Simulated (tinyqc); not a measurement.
Worked calculation: six-band Luttinger-Kohn model with strain. Values are carried at full precision from step to step, so a last printed digit may differ when a step is redone from the rounded ones.

Constants: hbar^2/2m0 = 3.80998211 eV angstrom^2.

Inputs chosen for the exercise (near those of Si; not measured data):
- C11 = 163.1 GPa
- C12 = 64.2 GPa
- C44 = 77.7 GPa
- load = uniaxial [110] (kind of stress)
- X = -0.22 GPa (stress)
- Dso = 0.044 eV (spin-orbit splitting)
- g1 = 4.31 (Luttinger gamma1)
- g2 = 0.34 (gamma2)
- g3 = 1.44 (gamma3)
- av = 2.52 eV (valence hydrostatic potential)
- b = -2.1 eV (tetragonal shear potential)
- d = -4.81 eV (trigonal shear potential)
- k = (-0.044, 0.044, 0) 1/angstrom (wave vector)
- kmax = 0.1 1/angstrom (end of the path)

## Strain from a uniaxial [110] stress

s11 = (C11 + C12)/((C11 - C12)(C11 + 2 C12)), s12 = -C12/((C11 - C12)(C11 + 2 C12)), s44 = 1/C44; exx = s11 sxx + s12 (syy + szz) and cyclic, exy = s44 sxy/2; tension is positive. A uniaxial stress X along the unit vector n is s_ij = X n_i n_j.

s11, s12, s44 (1/TPa): 7.8843  -2.2269  12.8700

strain tensor:
```
           x          y         z
x  -0.000622  -0.000708  0.000000
y  -0.000708  -0.000622  0.000000
z   0.000000   0.000000  0.000490
```

The volume changes by -0.075 %; there is shear in the cubic axes, so d enters.

## The terms P, Q, R, S at one k

P = c g1 k^2 - av tr(e); Q = c g2 (kx^2 + ky^2 - 2 kz^2) - (b/2)(exx + eyy - 2 ezz); R = c sqrt3 [-g2 (kx^2 - ky^2) + 2i g3 kx ky] + (sqrt3/2) b (exx - eyy) - i d exy; S = 2 c sqrt3 g3 (kx - i ky) kz - d (exz - i eyz); c = hbar^2/2m0, e the strain tensor (not engineering shear).

Form the four terms.

Terms (eV):

| term | from k | from strain |
|---|---|---|
| P | 0.06358 | 0.00190 |
| Q | 0.00502 | -0.00234 |
| R | -0.03679i | -0.00340i |
| S | 0.00000 | 0.00000 |

## The Hamiltonian

Six-band Luttinger-Kohn model in the basis |3/2,3/2>, |3/2,1/2>, |3/2,-1/2>, |3/2,-3/2>, |1/2,1/2>, |1/2,-1/2>, electron energies, zero at the top of the unstrained valence band. H = -[rows: (P+Q, -S, R, 0, -S/r2, r2 R); (-S*, P-Q, 0, R, -r2 Q, r32 S); (R*, 0, P-Q, S, r32 S*, r2 Q); (0, R*, S*, P+Q, -r2 R*, -S*/r2); (-S*/r2, -r2 Q, r32 S, -r2 R, P+Dso, 0); (r2 R*, r32 S*, r2 Q, -S/r2, 0, P+Dso)], r2 = sqrt(2), r32 = sqrt(3/2). Levels are twofold.

Each term is the sum of its two parts.

H(k) (eV):
```
           3/2,3/2   3/2,1/2  3/2,-1/2  3/2,-3/2  1/2,1/2  1/2,-1/2
3/2,3/2    -0.0682         0   0.0402i         0        0   0.0569i
3/2,1/2          0   -0.0628         0   0.0402i   0.0038         0
3/2,-1/2  -0.0402i         0   -0.0628         0        0   -0.0038
3/2,-3/2         0  -0.0402i         0   -0.0682  0.0569i         0
1/2,1/2          0    0.0038         0  -0.0569i  -0.1095         0
1/2,-1/2  -0.0569i         0   -0.0038         0        0   -0.1095
```

## Levels and their make-up

Diagonalise H. The weights add +m and -m and are averaged over each pair; m is taken along z.

levels from the top, each twofold (eV): -0.0090  -0.0743  -0.1572

weights:
```
               top  second  third
|3/2,+-3/2>  0.558   0.077  0.365
|3/2,+-1/2>  0.280   0.637  0.083
|1/2,+-1/2>  0.162   0.286  0.552
```

The top pair is 56 % |3/2,+-3/2>, the second pair is 64 % |3/2,+-1/2> and the third pair is 55 % |1/2,+-1/2>.

## Band edges at k = 0
Diagonalise H at k = 0. The weights add +m and -m (m along z) and are averaged over each pair.

edges from the top (eV): 0.0029  -0.0060  -0.0466

weights at k = 0:
```
               top  second  third
|3/2,+-3/2>  0.765   0.226  0.009
|3/2,+-1/2>  0.222   0.774  0.005
|1/2,+-1/2>  0.014   0.000  0.986
```

The stress splits the top two pairs by 8.9 meV, 0.35 times kT at 300 K (25.85 meV); the third lies 49.5 meV below the top, against Dso = 44 meV without stress.

## Hole masses at the edges

Curvature at k = 0: m/m0 = -2 c h^2/(E(h u) + E(-h u) - 2 E(0)) with h = 0.0002 1/angstrom along the unit vector u.

Hole masses (m0):

| direction | top | second | third |
|---|---|---|---|
| [110] | 0.136 | 0.500 | 0.278 |
| [1-10] | 0.566 | 0.159 | 0.205 |
| [100] | 0.220 | 0.242 | 0.236 |
| [001] | 0.261 | 0.215 | 0.225 |

Of the directions listed, the top pair is lightest along [110] (0.136) and heaviest along [1-10] (0.566). These masses hold only for hole energies well below the splitting of 9 meV.

## Bands along [110] and [001]

Six points from 0 to kmax in each direction.

Levels (eV):

| direction | \|k\| (1/angstrom) | top | second | third | top, no stress | second, no stress |
|---|---|---|---|---|---|---|
| [110] | 0.000 | 0.0029 | -0.0060 | -0.0466 | 0.0000 | 0.0000 |
| [110] | 0.020 | -0.0066 | -0.0102 | -0.0526 | -0.0025 | -0.0099 |
| [110] | 0.040 | -0.0136 | -0.0369 | -0.0780 | -0.0082 | -0.0339 |
| [110] | 0.060 | -0.0195 | -0.0701 | -0.1375 | -0.0140 | -0.0644 |
| [110] | 0.080 | -0.0249 | -0.1099 | -0.2302 | -0.0195 | -0.1036 |
| [110] | 0.100 | -0.0305 | -0.1598 | -0.3520 | -0.0250 | -0.1534 |
| [001] | 0.000 | 0.0029 | -0.0060 | -0.0466 | 0.0000 | 0.0000 |
| [001] | 0.020 | -0.0029 | -0.0131 | -0.0534 | -0.0055 | -0.0076 |
| [001] | 0.040 | -0.0199 | -0.0341 | -0.0746 | -0.0221 | -0.0296 |
| [001] | 0.060 | -0.0478 | -0.0671 | -0.1121 | -0.0498 | -0.0640 |
| [001] | 0.080 | -0.0867 | -0.1102 | -0.1681 | -0.0885 | -0.1082 |
| [001] | 0.100 | -0.1366 | -0.1628 | -0.2430 | -0.1383 | -0.1614 |

## Checks

- Levels against the same model in the basis X, Y, Z times spin: they agree to 1e-10 or better.

(tinyqc, `OMP_NUM_THREADS=1 python tinyqc.py 1080862 1080863 out.jsonl`, Intel(R) Xeon(R) Processor @ 2.30GHz, 1 thread, shared host, about 0.06 s.)
